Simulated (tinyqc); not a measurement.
Inside a calculation. Model: fully depleted semiconductor-on-insulator film with two gates, non-linear Poisson equation by Newton steps.

tinyqc, about 0.4 s, one thread, Intel Xeon 2.30GHz (shared host): `OMP_NUM_THREADS=1 python tinyqc.py 2190005 2190006 out.jsonl` Printed values are rounded.

One dimension across the film, front interface at x = 0, back interface at x = ts. psi is counted from the intrinsic level, n = ni exp(psi/Vt) (source grounded), holes neglected, acceptors ionised. Gates act through Cox = eps0 eox/tox and Cbox = 3.9 eps0/tb with potentials G1 = Vg - (phiM - chi - Vt ln(Nc/ni)) and G2 = Vb - (phiB - chi - Vt ln(Nc/ni)). Classical Boltzmann densities, no interface charge, no depletion in the back plane.

Values chosen for this exercise; band and dielectric values close to those of In0.53Ga0.47As:
```
symbol    value   unit                                                                 meaning
T           300      K                                                             temperature
Eg        0.743     eV                                                                band gap
eps_r      13.8                                                          relative permittivity
Nc      2.08e17  cm^-3                                  conduction-band density of states at T
Nv       7.8e18  cm^-3                                     valence-band density of states at T
chi        4.58     eV                                                       electron affinity
eox        7.34         relative permittivity of the gate insulator (close to silicon nitride)
tox         5.3     nm                                                     insulator thickness
ts          6.1     nm                                                          film thickness
tb           47     nm                                      buried-oxide thickness (eps_r 3.9)
Na         1e15  cm^-3                                            acceptor density of the film
phiM       5.06     eV                                         work function of the front gate
phiB       4.63     eV                                         work function of the back plane
Vb         -1.9      V                                                       back-gate voltage
Vg         1.16      V                                                      front-gate voltage
```

Constants: q = 1.602176634e-19 C, kB = 1.380649e-23 J/K, Vt = kB T/q, eps0 = 8.8541878128e-14 F/cm where lengths are in cm. Results are converted to the units shown.

Range of the model: In so thin a film or at such density quantum confinement moves the charge away from the interfaces and raises the threshold.

## Capacitances and gate potentials

ni = sqrt(Nc Nv) exp(-Eg/(2 Vt)), Eg in volts; Cox, Cbox, G1, G2 as defined; Cs = eps0 eps_r/ts; a = eps0 eps_r/h with h = ts/8; coupling ratio of a depleted film Cs Cbox/(Cox (Cs + Cbox)).

ni = 7.31398e11 cm^-3
Cox = 1.22622 uF/cm^2
Cbox = 0.0734709 uF/cm^2
Cs = 2.00308 uF/cm^2
a = 16.0246 uF/cm^2
G1 = 1.00465 V
G2 = -1.62535 V
coupling ratio = 0.0577966

## Iteration 1: density, residual and Jacobian diagonal

psi at the start, node 0 to 8 (V): 0.1  0.1  0.1  0.1  0.1  0.1  0.1  0.1  0.1

Nodes 0 to 8, h = ts/8, box widths w = h (h/2 at both ends), a = eps0 eps_r/h. F_i = a (psi_(i+1) - 2 psi_i + psi_(i-1)) - q w_i (n_i + Na); F_0 = a (psi_1 - psi_0) + Cox (G1 - psi_0) - q w_0 (n_0 + Na); F_8 = a (psi_7 - psi_8) + Cbox (G2 - psi_8) - q w_8 (n_8 + Na). Diagonal b_i = -2 a - q w_i n_i/Vt, with -a - Cox and -a - Cbox in place of -2 a at the ends.

```
node	n (cm^-3)	residual F (C/cm^2)	diagonal b (F/cm^2)
0	3.50009e13	1.10930e-6	-1.72509e-5
1	3.50009e13	-1.26442e-11	-3.20493e-5
2	3.50009e13	-1.26442e-11	-3.20493e-5
3	3.50009e13	-1.26442e-11	-3.20493e-5
4	3.50009e13	-1.26442e-11	-3.20493e-5
5	3.50009e13	-1.26442e-11	-3.20493e-5
6	3.50009e13	-1.26442e-11	-3.20493e-5
7	3.50009e13	-1.26442e-11	-3.20493e-5
8	3.50009e13	-1.26769e-7	-1.60981e-5
```

## Iteration 1: Newton step

Solve a d_(i-1) + b_i d_i + a d_(i+1) = -F_i for all nodes. Each component d is damped to sign(d) Vt ln(1 + |d|/Vt) before it is added.

```
node	Newton step d, before damping (V)	psi after iteration 1 (V)
0	0.760804	0.188295
1	0.749797	0.187931
2	0.738792	0.187561
3	0.727788	0.187187
4	0.716786	0.186806
5	0.705786	0.186421
6	0.694787	0.186029
7	0.683790	0.185631
8	0.672794	0.185228
```

## Course of the Newton iteration

Stop when the largest undamped |d| is below 1e-9 V, or after 80 iterations.

Course of the iteration:
```
iteration	largest |F| (C/cm^2)	largest |d| (V)
1	1.11e-6	0.761
2	9.95e-7	0.671
3	8.84e-7	0.549
4	7.73e-7	0.234
5	6.17e-7	0.0627
6	3.27e-7	0.0189
7	4.97e-8	7.09e-3
8	4.38e-9	1.04e-3
9	1.48e-10	2.31e-5
10	1.06e-13	1.11e-8
11	< 1e-18	< 1e-13
```

Converged in 11 iterations.

## Electron sheet density, centroid and oxide fields

converged psi, node 0 to 8 (V): 0.457491  0.429136  0.409808  0.394755  0.382089  0.370887  0.360634  0.351020  0.341846

n_i = ni exp(psi_i/Vt); N_inv = sum w_i n_i with w = ts/8, halved at the ends; centroid sum w n x/N_inv; fields (G1 - psi_0)/tox and (G2 - psi_8)/tb.

n, node 0 to 8 (cm^-3): 3.54539e19  1.18393e19  5.60574e18  3.13145e18  1.91856e18  1.24391e18  8.36652e17  5.76806e17  4.04497e17
N_inv = 3.28498e12 cm^-2
centroid = 1.00910 nm
field in the front oxide = 1.03238 MV/cm
field in the buried oxide = -0.418552 MV/cm

The centroid lies at 0.17 of the film, near the front interface. A 400-interval mesh gives N_inv = 3.251e12 cm^-2; this mesh is 1.1 % above it.
